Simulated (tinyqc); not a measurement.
Koster-Slater impurity in an sp3s* host, step by step. Values are carried at full precision from step to step, so a last printed digit may differ when a step is redone from the rounded ones.

sp3s* tight binding, nearest neighbours only: anion (a) at 0, cation (c) at a/4 (1,1,1), orbitals s, px, py, pz, s* on each; k in units of 2 pi/a. With phases e_j = exp(i (pi/2) k.n_j) for n = (1,1,1), (1,-1,-1), (-1,1,-1), (-1,-1,1): g0 = (e1+e2+e3+e4)/4, g1 = (e1+e2-e3-e4)/4, g2 = (e1-e2+e3-e4)/4, g3 = (e1-e2-e3+e4)/4. The diagonal holds the levels Esa, Epa, Exa (s*) and Esc, Epc, Exc. Anion-cation block: <sa|sc> = Vss g0; <sa|xc> = Vsapc g1; <xa|sc> = -Vscpa g1; <xa|xc> = Vxx g0; <xa|yc> = <ya|xc> = Vxy g3, <xa|zc> = <za|xc> = Vxy g2, <ya|zc> = <za|yc> = Vxy g1; <s*a|xc> = Vxapc g1; <xa|s*c> = -Vpaxc g1; y and z take g2 and g3 in place of g1; s-s* and s*-s* vanish.

Inputs chosen for the exercise (out of a larger set: near a published set for diamond; not measured data): p = (-4.583, 3.882, -4.583, 3.882, 11.5, 11.5, -22.936, 3.835, 11.697, 15.247, 15.247, 8.115, 8.115) eV (order Esa, Epa, Esc, Epc, Exa, Exc, Vss, Vxx, Vxy, Vsapc, Vscpa, Vxapc, Vpaxc); N = 4 (mesh); V = -31.4 eV (shift of the s level).

## The gap of the host

Gaps from the top of the valence band to Gamma, to the minimum on (x,0,0) from 0.5 to 1, and to L; the smallest is Eg.

top of the valence band on the scale of the parameters = 0.0470 eV

gaps (eV): Gamma 7.6700, Delta 5.4070, L 7.7167

Eg (smallest gap of the host) = 5.4070 eV

## Where the weight lies

A defect on a cation site (c) shifts the s level there by Vs or the three p levels by Vp and leaves the rest. A level in the gap solves 1/Vs = G_s(E) (symmetry A1) or 1/Vp = G_p(E) (T2, threefold), with G(E) = (1/N^3) sum over k and bands of w/(E - e), where w is the weight of the state on the s orbital of that site, or the mean weight on its px, py, pz. Mesh: k = f1 (-1,1,1) + f2 (1,-1,1) + f3 (1,1,-1), f = (j + 1/2)/N, j = 0 to N - 1. Energies from the top of the valence band at Gamma; the s* orbital of the site is left as it is. An infinite shift removes the s or p orbitals, the model of the ideal vacancy: G(E) = 0.

For each band: mean energy over the mesh and summed weights; each column of weights adds to one.

Bands:

| band | mean energy (eV) | s weight | p weight |
|---|---|---|---|
| 1 | -21.684 | 0.3947 | 0.0333 |
| 2 | -12.618 | 0.1604 | 0.1052 |
| 3 | -6.084 | 0.0068 | 0.1641 |
| 4 | -4.964 | 0.0037 | 0.1651 |
| 5 | 6.619 | 0.0608 | 0.0527 |
| 6 | 9.491 | 0.1227 | 0.0424 |
| 7 | 12.821 | 0.0124 | 0.1492 |
| 8 | 13.810 | 0.0125 | 0.1383 |
| 9 | 18.566 | 0.0992 | 0.0685 |
| 10 | 20.699 | 0.1269 | 0.0810 |

The filled bands hold 0.566 of the s orbital and 0.468 of each p orbital of the cation. Filled states add positive terms to G in the gap and empty ones negative terms.

## Green functions across the gap

G at nine energies E = Eg j/8.

G(E) (1/eV):

| E (eV) | G_s | G_p |
|---|---|---|
| 0.0000 | -0.00349 | 0.04656 |
| 0.6759 | -0.00766 | 0.02863 |
| 1.3517 | -0.01215 | 0.01634 |
| 2.0276 | -0.01721 | 0.00597 |
| 2.7035 | -0.02315 | -0.00381 |
| 3.3794 | -0.03056 | -0.01394 |
| 4.0552 | -0.04053 | -0.02563 |
| 4.7311 | -0.05595 | -0.04157 |
| 5.4070 | -0.09170 | -0.07648 |

Both fall with E, as dG/dE = -sum w/(E - e)^2 demands. G_s keeps its sign, so the vacancy has no level of this symmetry in the gap. G_p changes sign, so the vacancy has a level of this symmetry in the gap.

## A first estimate from the table

A defect that shifts the s level of its cation site by V has a level where the host Green function G_s(E) equals 1/V; E is counted from the top of the valence band. Find it by linear interpolation between the two rows that bracket it.

1/V = -0.03185 1/eV
estimated level = 3.467 eV

## The level and its weight on the defect

Solve by bisection with the full sum. The weight of the bound state on the shifted orbital is G^2/(-G'), which is also dE/dV.

level = 3.4805 eV
G'(E) = -0.01304 1/eV^2
weight on the defect orbital = 0.0778

The level lies 3.481 eV above the valence band and 1.926 eV below the conduction band. Only 7.8 % of it sits on the shifted orbital, the rest on other orbitals (the s* of the same site among them), so a shift of 1 eV moves the level by about 78 meV.

## Checks

- Sum of the s weights over all bands against one: both 1.00000.
- First moment of the s weights against the s level of the site, on the scale of the parameters: both -4.58300.

Run: tinyqc, `OMP_NUM_THREADS=1 python tinyqc.py 1450290 1450291 out.jsonl`; Intel(R) Xeon(R) Processor @ 2.30GHz, one thread, shared host; about 0.08 s of CPU time with all checks.
